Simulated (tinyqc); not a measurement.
Elastic strain and critical thickness of a cubic alloy layer A(1-x)B(x) on a thick substrate: one step, computed by the program tinyqc.

Strain is positive in tension. The layer is coherent with the substrate unless said otherwise.

Task: Equilibrium strain at the thickness h. For h > h_c the same force balance gives the strain left, |e| = |f| A [ln(h/b) + 1]/h, and below h_c e = f; relaxation = 1 - e/f; dislocations per length across each line direction = (|f| - |e|)/(b cos lambda).

Inputs (values chosen for the exercise, for a model alloy): layer thickness h = 230 nm.

Layer: uncapped. Misfit dislocation: 60-degree.

critical thickness h_c (Matthews-Blakeslee) = 14.18103 nm

misfit f = -0.007605535

prefactor A = 3.133735 nm

Burgers vector b = 0.4175402 nm

Give: strain left e; relaxation; dislocation line density.

Result:

strain left e = -7.576e-04

relaxation = 90.04 %

dislocation line density = 32.80 1/micrometre

h is 16.22 h_c: in equilibrium dislocations lie 30.5 nm apart; slow nucleation and glide can keep a real layer more strained.
